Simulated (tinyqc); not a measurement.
# True capacitance, leakage and series resistance from two frequencies

Problem. A capacitance C in parallel with G and in series with Rs is measured as Cp and D = Gp/(w Cp) at two frequencies. The series reading Cs = Cp (1 + D^2) equals C + G^2/(w^2 C), and Re Z = D/(w Cp (1 + D^2)) = Rs + G/(G^2 + w^2 C^2). Find C, G and Rs.

f (Hz): [2e5, 1e6]
Cp (pF): [42.6072184, 41.8734400]
D: [1.12209275, 0.358006462]

Solution. w^2 Cs = w^2 C + G^2/C is a straight line in w^2 with slope C; the intercept gives G, and the real part then gives Rs.

C = 45.20 pF
G = 60.37 uS
Rs = 490.0 ohm

Numbers from tinyqc (`OMP_NUM_THREADS=1 python tinyqc.py 2022129 2022130 out.jsonl`; about 0.01 s on one thread of a shared Intel Xeon 2.30GHz).
